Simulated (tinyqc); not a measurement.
Raising the sheet density: Gamma, L and X subbands of a thin body with non-parabolic valleys.

Hard walls, flat band, c = hbar^2/2m0, energies from the bulk Gamma edge. For a valley at angle theta to the normal 1/m_z = cos^2/ml + sin^2/mt and m_d = sqrt(ml mt^2/m_z). Subband n starts at E_v + e with e (1 + a e) = c (n pi/t)^2/m_z, and its density-of-states mass is taken as m_d (1 + 2 a e), without further growth at higher in-plane energy. Groups are named by valley and degeneracy.

n_i = g m/(2 pi c) kB T ln(1 + exp((EF - E_i)/kB T)), sum n_i = Ns (1e12/cm^2 = 1e-4/angstrom^2), c = hbar^2/2m0. Quantum capacitance Cq = 1602.176634 sum g m/(2 pi c) f_i in microfarad/cm^2 with f_i = 1/(1 + exp((E_i - EF)/kB T)); Cox = 34.5313/eot (one gate); C/Cox = Cq/(Cq + Cox), the centroid term left out.

Constants: hbar^2/2m0 = 3.80998211 eV angstrom^2; kB = 8.617333262e-05 eV/K.

Values chosen for the exercise (near those of a thin GaSb channel; not measured data): face = 111 (surface); mG = 0.0395 m0 (Gamma mass); aG = 1.14 1/eV (Gamma non-parabolicity); EL = 0.062 eV (L edge above Gamma); mL = (1.281, 0.098) m0 (L valleys (four, along <111>): ml, mt); EX = 0.345 eV (X edge above Gamma); mX = (1.459, 0.222) m0 (X valleys (three, along <100>): ml, mt); aS = 0.64 1/eV (non-parabolicity of L and X); t = 48 angstrom (body thickness); T = 300 K (temperature); eot = 7 angstrom (equivalent oxide thickness); Nl = (0.5, 1, 2, 4, 7, 11, 16) x 1e12/cm^2 (sheet densities).

Fixed thickness, n = 1 to 8 of all groups; the gate overdrive above the lowest edge is (EF - E_lowest)/e + 0.1602177 Ns/Cox in volts.

Results:

| Ns (1e12/cm^2) | EF - lowest (eV) | Gamma share (%) | Cq | C/Cox | overdrive (V) |
|---|---|---|---|---|---|
| 0.5 | -0.025 | 0.0 | 2.76 | 0.358 | -0.009 |
| 1.0 | -0.004 | 0.0 | 5.01 | 0.504 | 0.029 |
| 2.0 | 0.020 | 0.0 | 8.72 | 0.639 | 0.085 |
| 4.0 | 0.048 | 0.0 | 14.89 | 0.751 | 0.177 |
| 7.0 | 0.073 | 0.0 | 23.75 | 0.828 | 0.300 |
| 11.0 | 0.095 | 0.0 | 35.90 | 0.879 | 0.452 |
| 16.0 | 0.113 | 0.0 | 50.26 | 0.911 | 0.633 |

The lowest subband is L1 n=1; the light Gamma level lies 232 meV above it, lifted there by confinement. At the highest density band filling takes 0.113 V of the 0.633 V overdrive. Cq grows from 2.8 to 50.3 microfarad/cm^2 while EF moves from -0.025 to +0.113 eV against the lowest edge; the Gamma share stays near 0 %.

Computed by tinyqc, a small Python program: `OMP_NUM_THREADS=1 python tinyqc.py 1280468 1280469 out.jsonl` (the numbers bound the seed that draws the inputs); one thread of a shared host (Intel(R) Xeon(R) Processor @ 2.30GHz), about 0.04 s for the whole set of steps.
